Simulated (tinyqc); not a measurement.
Chip with leakage that grows with temperature, electro-thermal loop and runaway: one step of the calculation.

One temperature T for the device, T = T0 + Rth P(T), with P(T) = Pd + Pl (T/300 K)^2 exp[(q Ea/kB)(1/(300 K) - 1/T)]. The loop gain is Rth dP/dT; a solution is thermally stable when it is below one.

Task. Loop gain and effective thermal resistance. P(T) = Pd + Pl (T/300 K)^2 exp[(q Ea/kB)(1/(300 K) - 1/T)]; P'(T) = (P - Pd)(2/T + q Ea/(kB T^2)); G = Rth P'. A small change of T0 changes T by 1/(1 - G) times as much.

Parameters, values chosen for the exercise: temperature-independent switching power Pd = 5.1 W; leakage power at 300 K Pl = 0.0689 W; activation energy of the leakage Ea = 0.4 eV; thermal resistance Rth = 4.8 K/W.

Constants: q = 1.602176634e-19 C, kB = 1.380649e-23 J/K. Results are converted to the units shown.

converged T = 348.28846 K

Give: P; G; dT/dT0.

Result.

P = 5.8934 W
G = 0.16760
dT/dT0 = 1.2013

The feedback is positive: heating raises the power. A second, unstable solution lies at 438.7 K; above it the temperature runs away.

Numbers from tinyqc (`OMP_NUM_THREADS=1 python tinyqc.py 2520062 2520063 out.jsonl`; about 0.01 s on one thread of a shared Intel Xeon 2.30GHz).
